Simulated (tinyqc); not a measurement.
On-chip power grid, static voltage drop by conjugate gradients: one step of the calculation.

A grid of 4 rows and 4 columns, node k = 4 row + column. Neighbours in a row are joined by Rx, in a column by Ry; pad nodes, which reach the supply through Rp: 0, 12. Each node draws I0, node 10 draws kh I0. The drops u = Vdd - V solve G u = i, with G the conductance matrix (1/Rp added on the diagonal at pad nodes).

Problem. Conjugate-gradient step. q = G p; a = (r.r)/(p.q); u(new) = u + a p; r(new) = r - a q; b = (r.r)(new)/(r.r); p(new) = r(new) + b p.

Parameters, values chosen for the exercise:
```
symbol  value  unit                                   meaning
Rx       0.21   ohm        resistance of a horizontal segment
Ry        1.5   ohm          resistance of a vertical segment
Rp       0.44   ohm  resistance from a pad node to the supply
```

u after iteration 1 (mV):
```
           col 0      col 1      col 2      col 3
row 0  1.0505685  1.0505685  1.0505685  1.0505685
row 1  1.0505685  1.0505685  1.0505685  1.0505685
row 2  1.0505685  1.0505685  3.1517055  1.0505685
row 3  1.0505685  1.0505685  1.0505685  1.0505685
```

r after iteration 1 (mA):
```
           col 0      col 1       col 2      col 3
row 0  -0.287656   2.100000    2.100000   2.100000
row 1   2.100000   2.100000    3.500758   2.100000
row 2   2.100000  12.105414  -16.512344  12.105414
row 3  -0.287656   2.100000    3.500758   2.100000
```

p after iteration 1 (mA):
```
           col 0      col 1      col 2      col 3
row 0  12.214442  14.602098  14.602098  14.602098
row 1  14.602098  14.602098  16.002856  14.602098
row 2  14.602098  24.607512  20.993949  24.607512
row 3  12.214442  14.602098  16.002856  14.602098
```

Give: q; a; u after iteration 2; r after iteration 2; b; p after iteration 2.

Solution.

q (mA S):
```
         col 0    col 1    col 2    col 3
row 0   14.799   11.370   -0.934    0.000
row 1    1.592  -13.341   10.947  -13.341
row 2  -46.053   78.193  -27.760   30.548
row 3   14.799   -1.971   10.013  -13.341
```

a = 0.37507 ohm

u after iteration 2 (mV):
```
       col 0   col 1   col 2   col 3
row 0  5.632   6.527   6.527   6.527
row 1  6.527   6.527   7.053   6.527
row 2  6.527  10.280  11.026  10.280
row 3  5.632   6.527   7.053   6.527
```

r after iteration 2 (mA):
```
        col 0    col 1   col 2  col 3
row 0  -5.838   -2.164   2.450  2.100
row 1   1.503    7.104  -0.605  7.104
row 2  19.373  -17.222  -6.100  0.648
row 3  -5.838    2.839  -0.255  7.104
```

b = 1.5156

p after iteration 2 (mA):
```
        col 0   col 1   col 2   col 3
row 0  12.674  19.966  24.581  24.231
row 1  23.634  29.234  23.648  29.234
row 2  41.504  20.072  25.718  37.942
row 3  12.674  24.970  23.999  29.234
```

tinyqc, about 0.1 s, one thread, Intel Xeon 2.30GHz (shared host): `OMP_NUM_THREADS=1 python tinyqc.py 2770159 2770160 out.jsonl`
